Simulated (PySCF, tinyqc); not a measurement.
Worked calculation (part 1 of 2): RHF in the 6-31g basis, for H4, spin multiplicity 1. The lowest restricted solution is unstable here: a spin-polarised one lies 0.0209 hartree lower (PySCF). Computed by tinyqc, a small Python program that keeps every step (integrals from PySCF). Settings: charge = 0, multiplicity = 1, basis = 6-31g, energy threshold = 1e-08, iteration cap = 67, orthogonalisation = symmetric, start = Wolfsberg-Helmholz matrix, DIIS depth = 8, method = RHF. Command: `OMP_NUM_THREADS=1 python tinyqc.py 30070 30071 out.jsonl` (the two numbers bound the seeds that draw the settings). One thread of a shared host (Intel(R) Xeon(R) Processor @ 2.60GHz), about 0.05 s of CPU time with the checks. Later iterations appear only in the table of the cycle.

## One-electron integrals

Geometry (angstrom):

| atom | x | y | z |
|---|---|---|---|
| H | 0.000000 | 0.000000 | 0.000000 |
| H | 0.000000 | 0.000000 | 1.294000 |
| H | 0.000000 | 0.000000 | 2.514000 |
| H | 0.000000 | 0.000000 | 3.808000 |

Basis 6-31g: exponents (1/bohr^2) and contraction coefficients of normalised primitives:

| element | l (shell) | exponent | coefficient |
|---|---|---|---|
| H | s (1) | 18.731137 | 0.033495 |
| H | s (1) | 2.825394 | 0.234727 |
| H | s (1) | 0.640122 | 0.813757 |
| H | s (2) | 0.161278 | 1.000000 |

Overlap, kinetic and nuclear-attraction integrals over the contracted functions; the nuclear repulsion is the sum of Za Zb / Rab.

nuclear repulsion = 1.81159435 hartree

overlap S, lower triangle:
```
          1H 1s     1H 2s     2H 1s     2H 2s     3H 1s     3H 2s     4H 1s     4H 2s
1H 1s  1.000000
1H 2s  0.658292  1.000000
2H 1s  0.109513  0.300131  1.000000
2H 2s  0.300131  0.617435  0.658292  1.000000
3H 1s  0.000485  0.034262  0.137599  0.327467  1.000000
3H 2s  0.034262  0.162025  0.327467  0.651414  0.658292  1.000000
4H 1s  0.000000  0.000768  0.000485  0.034262  0.109513  0.300131  1.000000
4H 2s  0.000768  0.015363  0.034262  0.162025  0.300131  0.617435  0.658292  1.000000
```

kinetic energy T (hartree), lower triangle:
```
           1H 1s      1H 2s      2H 1s      2H 2s      3H 1s     3H 2s     4H 1s     4H 2s
1H 1s   1.395678
1H 2s   0.259735   0.241917
2H 1s  -0.046391   0.056163   1.395678
2H 2s   0.056163   0.101353   0.259735   0.241917
3H 1s  -0.001791  -0.012972  -0.038715   0.068790   1.395678
3H 2s  -0.012972  -0.008362   0.068790   0.112559   0.259735  0.241917
4H 1s   0.000000  -0.001040  -0.001791  -0.012972  -0.046391  0.056163  1.395678
4H 2s  -0.001040  -0.006630  -0.012972  -0.008362   0.056163  0.101353  0.259735  0.241917
```

nuclear attraction V (hartree), lower triangle:
```
           1H 1s      1H 2s      2H 1s      2H 2s      3H 1s      3H 2s      4H 1s      4H 2s
1H 1s  -2.411610
1H 2s  -1.241093  -1.378973
2H 1s  -0.228152  -0.632317  -2.706332
2H 2s  -0.580288  -0.958206  -1.434259  -1.645972
3H 1s  -0.001126  -0.072256  -0.312134  -0.709507  -2.706332
3H 2s  -0.065959  -0.266111  -0.709507  -1.090228  -1.434259  -1.645972
4H 1s   0.000000  -0.001491  -0.001126  -0.065959  -0.228152  -0.580288  -2.411610
4H 2s  -0.001491  -0.025713  -0.072256  -0.266111  -0.632317  -0.958206  -1.241093  -1.378973
```

core Hamiltonian H = T + V (hartree), lower triangle:
```
           1H 1s      1H 2s      2H 1s      2H 2s      3H 1s      3H 2s      4H 1s      4H 2s
1H 1s  -1.015931
1H 2s  -0.981358  -1.137056
2H 1s  -0.274543  -0.576154  -1.310654
2H 2s  -0.524125  -0.856853  -1.174524  -1.404055
3H 1s  -0.002917  -0.085227  -0.350849  -0.640718  -1.310654
3H 2s  -0.078931  -0.274473  -0.640718  -0.977669  -1.174524  -1.404055
4H 1s   0.000000  -0.002530  -0.002917  -0.078931  -0.274543  -0.524125  -1.015931
4H 2s  -0.002530  -0.032343  -0.085227  -0.274473  -0.576154  -0.856853  -0.981358  -1.137056
```

## Two-electron integrals

Functions are numbered as in S; the eight-fold symmetry (ij|kl) = (ji|kl) = (kl|ij) leaves the list below.

Two-electron integrals (ij|kl) in chemists' order, unique and non-zero (hartree):
```
(11|11) 1.076566   (21|11) 0.578470   (21|21) 0.329423   (22|11) 0.587396
(22|21) 0.361304   (22|22) 0.453150   (31|11) 0.078410   (31|21) 0.047012
(31|22) 0.055672   (31|31) 0.010881   (32|11) 0.145311   (32|21) 0.092730
(32|22) 0.124639   (32|31) 0.024266   (32|32) 0.067534   (33|11) 0.407801
(33|21) 0.266391   (33|22) 0.379341   (33|31) 0.078410   (33|32) 0.252148
(33|33) 1.076566   (41|11) 0.252148   (41|21) 0.145079   (41|22) 0.161745
(41|31) 0.024266   (41|32) 0.049355   (41|33) 0.145311   (41|41) 0.067534
(42|11) 0.319002   (42|21) 0.199265   (42|22) 0.258843   (42|31) 0.038769
(42|32) 0.096793   (42|33) 0.319002   (42|41) 0.096793   (42|42) 0.172753
(43|11) 0.266391   (43|21) 0.173017   (43|22) 0.244107   (43|31) 0.047012
(43|32) 0.145079   (43|33) 0.578470   (43|41) 0.092730   (43|42) 0.199265
(43|43) 0.329423   (44|11) 0.379341   (44|21) 0.244107   (44|22) 0.341512
(44|31) 0.055672   (44|32) 0.161745   (44|33) 0.587396   (44|41) 0.124639
(44|42) 0.258843   (44|43) 0.361304   (44|44) 0.453150   (51|11) 0.000203
(51|21) 0.000132   (51|22) 0.000186   (51|31) 0.000038   (51|32) 0.000116
(51|33) 0.000470   (51|41) 0.000072   (51|42) 0.000154   (51|43) 0.000262
(51|44) 0.000277   (51|51) 2.12e-07   (52|11) 0.008931   (52|21) 0.005876
(52|22) 0.008847   (52|31) 0.001436   (52|32) 0.005082   (52|33) 0.021009
(52|41) 0.003038   (52|42) 0.007477   (52|43) 0.012945   (52|44) 0.016143
(52|51) 0.000010   (52|52) 0.000857   (53|11) 0.038446   (53|21) 0.025301
(53|22) 0.038035   (53|31) 0.006453   (53|32) 0.023526   (53|33) 0.101756
(53|41) 0.013225   (53|42) 0.032777   (53|43) 0.060575   (53|44) 0.070903
(53|51) 0.000046   (53|52) 0.003753   (53|53) 0.017268   (54|11) 0.075821
(54|21) 0.049908   (54|22) 0.075569   (54|31) 0.011642   (54|32) 0.040946
(54|33) 0.166019   (54|41) 0.025450   (54|42) 0.063026   (54|43) 0.105370
(54|44) 0.139727   (54|51) 0.000078   (54|52) 0.008049   (54|53) 0.033701
(54|54) 0.080510   (55|11) 0.210492   (55|21) 0.138565   (55|22) 0.210384
(55|31) 0.031212   (55|32) 0.108468   (55|33) 0.431747   (55|41) 0.069926
(55|42) 0.173310   (55|43) 0.281112   (55|44) 0.394620   (55|51) 0.000203
(55|52) 0.025552   (55|53) 0.101756   (55|54) 0.276478   (55|55) 1.076566
(61|11) 0.025552   (61|21) 0.015089   (61|22) 0.017555   (61|31) 0.002961
(61|32) 0.006430   (61|33) 0.019900   (61|41) 0.007397   (61|42) 0.011414
(61|43) 0.012370   (61|44) 0.015703   (61|51) 0.000010   (61|52) 0.000398
(61|53) 0.001760   (61|54) 0.003289   (61|55) 0.008931   (61|61) 0.000857
(62|11) 0.062691   (62|21) 0.040280   (62|22) 0.056115   (62|31) 0.009136
(62|32) 0.026323   (62|33) 0.095130   (62|41) 0.020535   (62|42) 0.042293
(62|43) 0.058517   (62|44) 0.073402   (62|51) 0.000045   (62|52) 0.002580
(62|53) 0.011342   (62|54) 0.022268   (62|55) 0.062691   (62|61) 0.002580
(62|62) 0.011896   (63|11) 0.113777   (63|21) 0.074510   (63|22) 0.108521
(63|31) 0.020060   (63|32) 0.066723   (63|33) 0.276478   (63|41) 0.039699
(63|42) 0.091100   (63|43) 0.158899   (63|44) 0.176836   (63|51) 0.000125
(63|52) 0.007229   (63|53) 0.033701   (63|54) 0.060487   (63|55) 0.166019
(63|61) 0.005326   (63|62) 0.028511   (63|63) 0.080510   (64|11) 0.179537
(64|21) 0.117549   (64|22) 0.173623   (64|31) 0.027513   (64|32) 0.088914
(64|33) 0.341153   (64|41) 0.060255   (64|42) 0.139299   (64|43) 0.212771
(64|44) 0.275391   (64|51) 0.000160   (64|52) 0.012080   (64|53) 0.051441
(64|54) 0.112008   (64|55) 0.341153   (64|61) 0.007745   (64|62) 0.044247
(64|63) 0.112008   (64|64) 0.192290   (65|11) 0.138565   (65|21) 0.091215
(65|22) 0.138404   (65|31) 0.020538   (65|32) 0.070920   (65|33) 0.281112
(65|41) 0.046027   (65|42) 0.113403   (65|43) 0.181835   (65|44) 0.253145
(65|51) 0.000132   (65|52) 0.015089   (65|53) 0.060575   (65|54) 0.158899
(65|55) 0.578470   (65|61) 0.005876   (65|62) 0.040280   (65|63) 0.105370
(65|64) 0.212771   (65|65) 0.329423   (66|11) 0.210384   (66|21) 0.138404
(66|22) 0.209024   (66|31) 0.030824   (66|32) 0.102516   (66|33) 0.394620
(66|41) 0.069678   (66|42) 0.167112   (66|43) 0.253145   (66|44) 0.351161
(66|51) 0.000186   (66|52) 0.017555   (66|53) 0.070903   (66|54) 0.176836
(66|55) 0.587396   (66|61) 0.008847   (66|62) 0.056115   (66|63) 0.139727
(66|64) 0.275391   (66|65) 0.361304   (66|66) 0.453150   (71|11) 1.17e-08
(71|21) 7.68e-09   (71|22) 1.16e-08   (71|32) 7.09e-09   (71|33) 3.04e-08
(71|42) 9.95e-09   (71|43) 1.83e-08   (71|44) 2.16e-08   (71|53) 5.24e-09
(71|54) 1.02e-08   (71|55) 3.04e-08   (71|63) 1.02e-08   (71|64) 1.57e-08
(71|65) 1.83e-08   (71|66) 2.16e-08   (72|11) 0.000133   (72|21) 0.000087
(72|22) 0.000133   (72|31) 0.000019   (72|32) 0.000061   (72|33) 0.000230
(72|41) 0.000043   (72|42) 0.000104   (72|43) 0.000151   (72|44) 0.000225
(72|51) 1.09e-07   (72|52) 0.000013   (72|53) 0.000048   (72|54) 0.000142
(72|55) 0.000535   (72|61) 0.000005   (72|62) 0.000036   (72|63) 0.000086
(72|64) 0.000197   (72|65) 0.000322   (72|66) 0.000384   (72|72) 4.22e-07
(73|11) 0.000101   (73|21) 0.000066   (73|22) 0.000101   (73|31) 0.000015
(73|32) 0.000051   (73|33) 0.000203   (73|41) 0.000033   (73|42) 0.000082
(73|43) 0.000132   (73|44) 0.000186   (73|51) 9.59e-08   (73|52) 0.000012
(73|53) 0.000046   (73|54) 0.000125   (73|55) 0.000470   (73|61) 4.26e-06
(73|62) 0.000030   (73|63) 0.000078   (73|64) 0.000160   (73|65) 0.000262
(73|66) 0.000277   (73|72) 2.55e-07   (73|73) 2.12e-07   (74|11) 0.005452
(74|21) 0.003589   (74|22) 0.005452   (74|31) 0.000743   (74|32) 0.002397
(74|33) 0.008931   (74|41) 0.001765   (74|42) 0.004178   (74|43) 0.005876
(74|44) 0.008847   (74|51) 4.26e-06   (74|52) 0.000472   (74|53) 0.001760
(74|54) 0.005326   (74|55) 0.019900   (74|61) 0.000219   (74|62) 0.001409
(74|63) 0.003289   (74|64) 0.007745   (74|65) 0.012370   (74|66) 0.015703
(74|72) 0.000018   (74|73) 0.000010   (74|74) 0.000857   (75|11) 0.018368
(75|21) 0.012091   (75|22) 0.018367   (75|31) 0.002540   (75|32) 0.008292
(75|33) 0.031212   (75|41) 0.005973   (75|42) 0.014265   (75|43) 0.020538
(75|44) 0.030824   (75|51) 0.000015   (75|52) 0.001742   (75|53) 0.006453
(75|54) 0.020060   (75|55) 0.078410   (75|61) 0.000743   (75|62) 0.004904
(75|63) 0.011642   (75|64) 0.027513   (75|65) 0.047012   (75|66) 0.055672
(75|72) 0.000066   (75|73) 0.000038   (75|74) 0.002961   (75|75) 0.010881
(76|11) 0.044541   (76|21) 0.029321   (76|22) 0.044541   (76|31) 0.005973
(76|32) 0.018980   (76|33) 0.069926   (76|41) 0.014343   (76|42) 0.033594
(76|43) 0.046027   (76|44) 0.069678   (76|51) 0.000033   (76|52) 0.003541
(76|53) 0.013225   (76|54) 0.039699   (76|55) 0.145311   (76|61) 0.001765
(76|62) 0.011114   (76|63) 0.025450   (76|64) 0.060255   (76|65) 0.092730
(76|66) 0.124639   (76|72) 0.000149   (76|73) 0.000072   (76|74) 0.007397
(76|75) 0.024266   (76|76) 0.067534   (77|11) 0.138965   (77|21) 0.091479
(77|22) 0.138965   (77|31) 0.018368   (77|32) 0.057667   (77|33) 0.210492
(77|41) 0.044541   (77|42) 0.103362   (77|43) 0.138565   (77|44) 0.210384
(77|51) 0.000101   (77|52) 0.010249   (77|53) 0.038446   (77|54) 0.113777
(77|55) 0.407801   (77|61) 0.005452   (77|62) 0.033596   (77|63) 0.075821
(77|64) 0.179537   (77|65) 0.266391   (77|66) 0.379341   (77|71) 1.17e-08
(77|72) 0.000475   (77|73) 0.000203   (77|74) 0.025552   (77|75) 0.078410
(77|76) 0.252148   (77|77) 1.076566   (81|11) 0.000475   (81|21) 0.000291
(81|22) 0.000361   (81|31) 0.000066   (81|32) 0.000160   (81|33) 0.000535
(81|41) 0.000149   (81|42) 0.000256   (81|43) 0.000322   (81|44) 0.000384
(81|51) 2.55e-07   (81|52) 0.000011   (81|53) 0.000048   (81|54) 0.000086
(81|55) 0.000230   (81|61) 0.000018   (81|62) 0.000063   (81|63) 0.000142
(81|64) 0.000197   (81|65) 0.000151   (81|66) 0.000225   (81|72) 1.35e-07
(81|73) 1.09e-07   (81|74) 0.000005   (81|75) 0.000019   (81|76) 0.000043
(81|77) 0.000133   (81|81) 4.22e-07   (82|11) 0.004234   (82|21) 0.002772
(82|22) 0.004095   (82|31) 0.000649   (82|32) 0.002097   (82|33) 0.008046
(82|41) 0.001421   (82|42) 0.003285   (82|43) 0.005018   (82|44) 0.006495
(82|51) 3.78e-06   (82|52) 0.000285   (82|53) 0.001213   (82|54) 0.002642
(82|55) 0.008046   (82|61) 0.000183   (82|62) 0.001044   (82|63) 0.002642
(82|64) 0.004535   (82|65) 0.005018   (82|66) 0.006495   (82|72) 4.65e-06
(82|73) 3.78e-06   (82|74) 0.000183   (82|75) 0.000649   (82|76) 0.001421
(82|77) 0.004234   (82|81) 4.65e-06   (82|82) 0.000107   (83|11) 0.010249
(83|21) 0.006736   (83|22) 0.010022   (83|31) 0.001742   (83|32) 0.006082
(83|33) 0.025552   (83|41) 0.003541   (83|42) 0.008511   (83|43) 0.015089
(83|44) 0.017555   (83|51) 0.000012   (83|52) 0.000823   (83|53) 0.003753
(83|54) 0.007229   (83|55) 0.021009   (83|61) 0.000472   (83|62) 0.002818
(83|63) 0.008049   (83|64) 0.012080   (83|65) 0.012945   (83|66) 0.016143
(83|72) 0.000011   (83|73) 0.000010   (83|74) 0.000398   (83|75) 0.001436
(83|76) 0.003038   (83|77) 0.008931   (83|81) 0.000013   (83|82) 0.000285
(83|83) 0.000857   (84|11) 0.033596   (84|21) 0.022104   (84|22) 0.033402
(84|31) 0.004904   (84|32) 0.016304   (84|33) 0.062691   (84|41) 0.011114
(84|42) 0.026664   (84|43) 0.040280   (84|44) 0.056115   (84|51) 0.000030
(84|52) 0.002818   (84|53) 0.011342   (84|54) 0.028511   (84|55) 0.095130
(84|61) 0.001409   (84|62) 0.008965   (84|63) 0.022268   (84|64) 0.044247
(84|65) 0.058517   (84|66) 0.073402   (84|72) 0.000063   (84|73) 0.000045
(84|74) 0.002580   (84|75) 0.009136   (84|76) 0.020535   (84|77) 0.062691
(84|81) 0.000036   (84|82) 0.001044   (84|83) 0.002580   (84|84) 0.011896
(85|11) 0.057667   (85|21) 0.037962   (85|22) 0.057647   (85|31) 0.008292
(85|32) 0.027988   (85|33) 0.108468   (85|41) 0.018980   (85|42) 0.046256
(85|43) 0.070920   (85|44) 0.102516   (85|51) 0.000051   (85|52) 0.006082
(85|53) 0.023526   (85|54) 0.066723   (85|55) 0.252148   (85|61) 0.002397
(85|62) 0.016304   (85|63) 0.040946   (85|64) 0.088914   (85|65) 0.145079
(85|66) 0.161745   (85|71) 7.09e-09   (85|72) 0.000160   (85|73) 0.000116
(85|74) 0.006430   (85|75) 0.024266   (85|76) 0.049355   (85|77) 0.145311
(85|81) 0.000061   (85|82) 0.002097   (85|83) 0.005082   (85|84) 0.026323
(85|85) 0.067534   (86|11) 0.103362   (86|21) 0.068040   (86|22) 0.103292
(86|31) 0.014265   (86|32) 0.046256   (86|33) 0.173310   (86|41) 0.033594
(86|42) 0.079685   (86|43) 0.113403   (86|44) 0.167112   (86|51) 0.000082
(86|52) 0.008511   (86|53) 0.032777   (86|54) 0.091100   (86|55) 0.319002
(86|61) 0.004178   (86|62) 0.026664   (86|63) 0.063026   (86|64) 0.139299
(86|65) 0.199265   (86|66) 0.258843   (86|71) 9.95e-09   (86|72) 0.000256
(86|73) 0.000154   (86|74) 0.011414   (86|75) 0.038769   (86|76) 0.096793
(86|77) 0.319002   (86|81) 0.000104   (86|82) 0.003285   (86|83) 0.007477
(86|84) 0.042293   (86|85) 0.096793   (86|86) 0.172753   (87|11) 0.091479
(87|21) 0.060220   (87|22) 0.091479   (87|31) 0.012091   (87|32) 0.037962
(87|33) 0.138565   (87|41) 0.029321   (87|42) 0.068040   (87|43) 0.091215
(87|44) 0.138404   (87|51) 0.000066   (87|52) 0.006736   (87|53) 0.025301
(87|54) 0.074510   (87|55) 0.266391   (87|61) 0.003589   (87|62) 0.022104
(87|63) 0.049908   (87|64) 0.117549   (87|65) 0.173017   (87|66) 0.244107
(87|71) 7.68e-09   (87|72) 0.000291   (87|73) 0.000132   (87|74) 0.015089
(87|75) 0.047012   (87|76) 0.145079   (87|77) 0.578470   (87|81) 0.000087
(87|82) 0.002772   (87|83) 0.005876   (87|84) 0.040280   (87|85) 0.092730
(87|86) 0.199265   (87|87) 0.329423   (88|11) 0.138965   (88|21) 0.091479
(88|22) 0.138959   (88|31) 0.018367   (88|32) 0.057647   (88|33) 0.210384
(88|41) 0.044541   (88|42) 0.103292   (88|43) 0.138404   (88|44) 0.209024
(88|51) 0.000101   (88|52) 0.010022   (88|53) 0.038035   (88|54) 0.108521
(88|55) 0.379341   (88|61) 0.005452   (88|62) 0.033402   (88|63) 0.075569
(88|64) 0.173623   (88|65) 0.244107   (88|66) 0.341512   (88|71) 1.16e-08
(88|72) 0.000361   (88|73) 0.000186   (88|74) 0.017555   (88|75) 0.055672
(88|76) 0.161745   (88|77) 0.587396   (88|81) 0.000133   (88|82) 0.004095
(88|83) 0.008847   (88|84) 0.056115   (88|85) 0.124639   (88|86) 0.258843
(88|87) 0.361304   (88|88) 0.453150
```

## Orthogonalisation

S = U s U^T; symmetric (Loewdin) form X = U s^(-1/2) U^T, so that X^T S X = 1.

eigenvalues of S: 0.064965  0.211031  0.332097  0.396806  0.847395  1.219762  1.951167  2.976778

X, lower triangle:
```
           1H 1s      1H 2s      2H 1s      2H 2s      3H 1s      3H 2s      4H 1s     4H 2s
1H 1s   1.255005
1H 2s  -0.501622   1.590308
2H 1s   0.016325   0.065556   1.277429
2H 2s   0.017159  -0.727883  -0.601807   2.232386
3H 1s  -0.009734   0.003259   0.001144   0.077931   1.277429
3H 2s   0.026209   0.288269   0.077931  -1.025940  -0.601807   2.232386
4H 1s   0.000028  -0.009440  -0.009734   0.026209   0.016325   0.017159   1.255005
4H 2s  -0.009440  -0.080987   0.003259   0.288269   0.065556  -0.727883  -0.501622  1.590308
```

## Starting guess

The start is the generalised Wolfsberg-Helmholz matrix (K = 1.75) built on H; D = 2 C_occ C_occ^T.

D at the start, lower triangle:
```
           1H 1s      1H 2s      2H 1s      2H 2s     3H 1s     3H 2s     4H 1s     4H 2s
1H 1s   0.063919
1H 2s   0.112011   0.206282
2H 1s   0.111387   0.223933   0.276737
2H 2s   0.096277   0.217271   0.307383   0.380891
3H 1s  -0.102068  -0.145144  -0.080918   0.010063  0.276737
3H 2s  -0.081169  -0.089544   0.010063   0.133727  0.307383  0.380891
4H 1s  -0.063475  -0.108261  -0.102068  -0.081169  0.111387  0.096277  0.063919
4H 2s  -0.108261  -0.174580  -0.145144  -0.089544  0.223933  0.217271  0.112011  0.206282
```

## Iteration 1: building the Fock matrix

J_ij = sum D_kl (ij|kl), K_ij = sum D_kl (ik|jl); F = H + J - 0.5 K; E = tr D H + tr D J / 2 - 0.25 tr D K + E_nn.

Coulomb J (hartree), lower triangle:
```
          1H 1s     1H 2s     2H 1s     2H 2s     3H 1s     3H 2s     4H 1s     4H 2s
1H 1s  1.391518
1H 2s  0.876043  1.190416
2H 1s  0.188606  0.547464  2.047190
2H 2s  0.434895  0.877224  1.246269  1.582037
3H 1s  0.000955  0.066048  0.279325  0.629664  2.047190
3H 2s  0.053524  0.255287  0.629664  1.064136  1.246269  1.582037
4H 1s  0.000000  0.001291  0.000955  0.053524  0.188606  0.434895  1.391518
4H 2s  0.001291  0.025097  0.066048  0.255287  0.547464  0.877224  0.876043  1.190416
```

exchange K (hartree), lower triangle:
```
           1H 1s      1H 2s      2H 1s     2H 2s     3H 1s     3H 2s     4H 1s     4H 2s
1H 1s   0.455320
1H 2s   0.453532   0.561279
2H 1s   0.332196   0.564290   1.059889
2H 2s   0.374455   0.594637   0.910423  0.964293
3H 1s  -0.018831   0.065702   0.264650  0.493233  1.059889
3H 2s   0.070405   0.212255   0.493233  0.685029  0.910423  0.964293
4H 1s  -0.052436  -0.051579  -0.018831  0.070405  0.332196  0.374455  0.455320
4H 2s  -0.051579  -0.023133   0.065702  0.212255  0.564290  0.594637  0.453532  0.561279
```

Fock matrix F (hartree), lower triangle:
```
           1H 1s      1H 2s      2H 1s      2H 2s      3H 1s      3H 2s      4H 1s      4H 2s
1H 1s   0.147927
1H 2s  -0.332081  -0.227280
2H 1s  -0.252035  -0.310835   0.206592
2H 2s  -0.276457  -0.276947  -0.383466  -0.304165
3H 1s   0.007453  -0.052031  -0.203849  -0.257670   0.206592
3H 2s  -0.060609  -0.125313  -0.257670  -0.256047  -0.383466  -0.304165
4H 1s   0.026218   0.024550   0.007453  -0.060609  -0.252035  -0.276457   0.147927
4H 2s   0.024550   0.004321  -0.052031  -0.125313  -0.310835  -0.276947  -0.332081  -0.227280
```

total energy of this density = -1.90149331 hartree
